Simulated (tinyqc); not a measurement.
Sublattice potential against complex hopping: Haldane model. Computed by the program tinyqc. 

Honeycomb lattice:
```
parameter      value
t1 (eV)     0.880000
t2 (eV)     0.090000
phi (rad)  -0.930000
```

H_AA = delta - 2 t2 sum cos(k.b + phi), H_BB = -delta - 2 t2 sum cos(k.b - phi), H_AB = -t1 (1 + exp(-i k.a1) + exp(-i k.a2)), b = a1, a2 - a1, -a2, m = 3 sqrt3 t2 sin(phi); the sign of the Chern number follows the orientation k1 then k2.

Gaps at the two valleys (eV) and Chern number of the lower band (12 x 12 mesh):
```
delta   gap 2|delta - m|  gap 2|delta + m|  Chern number
-0.675             0.600             2.100             0
-0.487             0.224             1.724             0
-0.225             0.300             1.200             1
0.000              0.750             0.750             1
0.150              1.050             0.450             1
0.281              1.312             0.188             1
0.469              1.688             0.188             0
0.750              2.250             0.750             0
```

Here |m| = 0.3749 eV. For |delta| < |m| the two valleys have masses of opposite sign and the Chern number is +/-1; one gap closes at |delta| = |m|, and beyond it the band is trivial.
